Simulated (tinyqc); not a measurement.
Biaxial strain splits the top of the valence band: sp3s* tight binding, strained.

sp3s* tight binding, nearest neighbours only: anion (a) at 0, cation (c) at a/4 (1,1,1), orbitals s, px, py, pz, s* on each; k in units of 2 pi/a. With phases e_j = exp(i (pi/2) k.n_j) for n = (1,1,1), (1,-1,-1), (-1,1,-1), (-1,-1,1): g0 = (e1+e2+e3+e4)/4, g1 = (e1+e2-e3-e4)/4, g2 = (e1-e2+e3-e4)/4, g3 = (e1-e2-e3+e4)/4. The diagonal holds the levels Esa, Epa, Exa (s*) and Esc, Epc, Exc. Anion-cation block: <sa|sc> = Vss g0; <sa|xc> = Vsapc g1; <xa|sc> = -Vscpa g1; <xa|xc> = Vxx g0; <xa|yc> = <ya|xc> = Vxy g3, <xa|zc> = <za|xc> = Vxy g2, <ya|zc> = <za|yc> = Vxy g1; <s*a|xc> = Vxapc g1; <xa|s*c> = -Vpaxc g1; y and z take g2 and g3 in place of g1; s-s* and s*-s* vanish.

Strain e moves each bond vector to d = (1 + e) d0 (no internal displacement for the diagonal strains used here) and k is given in fractions of the strained reciprocal cell, so the phases stay. Two-centre values Vss_sigma = Vss/4, Vsp_sigma = sqrt3 V/4 for each s-p and s*-p pair, Vpp_sigma = (Vxx + 2 Vxy)/4, Vpp_pi = (Vxx - Vxy)/4 are scaled by (d0/d)^eta and combined with the new direction cosines; the levels on the diagonal stay.

Inputs chosen for the exercise (near a published set for GaSb, fitted to gaps, whose masses and valley positions are rough; not measured data): Esa = -7.387 eV (s level of the anion); Epa = 0.85 eV (p level of the anion); Esc = -3.852 eV (s level of the cation); Epc = 2.908 eV (p level of the cation); Exa = 6.602 eV (s* level of the anion); Exc = 6.046 eV (s* level of the cation); Vss = -6.142 eV (s-s); Vxx = 1.555 eV (px-px); Vxy = 4.071 eV (px-py); Vsapc = 5 eV (s anion, p cation); Vscpa = 4.734 eV (s cation, p anion); Vxapc = 4.957 eV (s* anion, p cation); Vpaxc = 4.273 eV (p anion, s* cation); eta = 2 (scaling exponent); D001 = 0.95 (ratio -ezz/exx).

No spin-orbit coupling; k = 0; exx = eyy = e, ezz = -D001 e. The four bonds keep equal lengths, and the sums over them give Vxx(e) for px and py and Vzz(e) for pz; each level is the lower root of [[Epa, V], [V, Epc]], and the s level the upper root of the s block. The shear potential b follows from E(x,y) - E(z) = 3 b (exx - ezz), taken as the slope between e = -0.005 and 0.005.

Couplings and levels at Gamma (eV):

| e | ezz | Vxx(e) | Vzz(e) | E(x,y) | E(z) | E(x,y) - E(z) (meV) | upper s level |
|---|---|---|---|---|---|---|---|
| -0.020 | 0.0190 | 1.4677 | 1.7939 | 0.0865 | -0.1891 | 275.6 | 0.8533 |
| -0.010 | 0.0095 | 1.5122 | 1.6731 | 0.0499 | -0.0852 | 135.1 | 0.8128 |
| -0.005 | 0.0047 | 1.5338 | 1.6137 | 0.0320 | -0.0349 | 66.9 | 0.7924 |
| 0.005 | -0.0047 | 1.5758 | 1.4970 | -0.0030 | 0.0625 | -65.5 | 0.7510 |
| 0.010 | -0.0095 | 1.5962 | 1.4397 | -0.0202 | 0.1094 | -129.6 | 0.7302 |
| 0.020 | -0.0190 | 1.6359 | 1.3271 | -0.0536 | 0.1997 | -253.3 | 0.6881 |

b = -2.263 eV

What does the comparison show, and why?

Under tension in the plane (e > 0) the bonds tilt towards the plane, Vxx grows to 1.5962 and Vzz falls to 1.4397 eV at e = 0.01, and the pz state forms the top of the valence band, by 129.6 meV; under compression (e = -0.01) the px, py pair does, by 135.1 meV. The slope gives b = -2.26 eV, a rough value, since on-site strain terms are left out (measured values lie near -2 eV).

tinyqc: `OMP_NUM_THREADS=1 python tinyqc.py 1480026 1480027 out.jsonl`; about 0.2 s, one thread, shared Intel(R) Xeon(R) Processor @ 2.30GHz.
